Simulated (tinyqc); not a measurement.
Slope factor and drain-induced lowering from three currents.

Inverse problem. With source and body at 0 V, I = A exp((Vg + dd Vd)/(nf Vt)) (1 - exp(-Vd/Vt)). Find nf, the swing nf Vt ln 10 and dd.

Inputs (values chosen for the exercise):
- T = 358 K (temperature)

Constants: q = 1.602176634e-19 C, kB = 1.380649e-23 J/K, Vt = kB T/q. Results are converted to the units shown.

currents at (Vg, Vd) = (0, 0.05), (0, 1) and (0.06, 1) V (nA/um): 1.5345817  9.3332764  39.003573

Answer. The pair at equal Vd gives nf; the pair at equal Vg, after dividing out the factors 1 - exp(-Vd/Vt), gives dd.

nf = 1.36
swing = 96.6 mV/decade
dd = 0.0700

Numbers from tinyqc (`OMP_NUM_THREADS=1 python tinyqc.py 2242077 2242078 out.jsonl`; about 0.04 s on one thread of a shared Intel Xeon 2.30GHz).
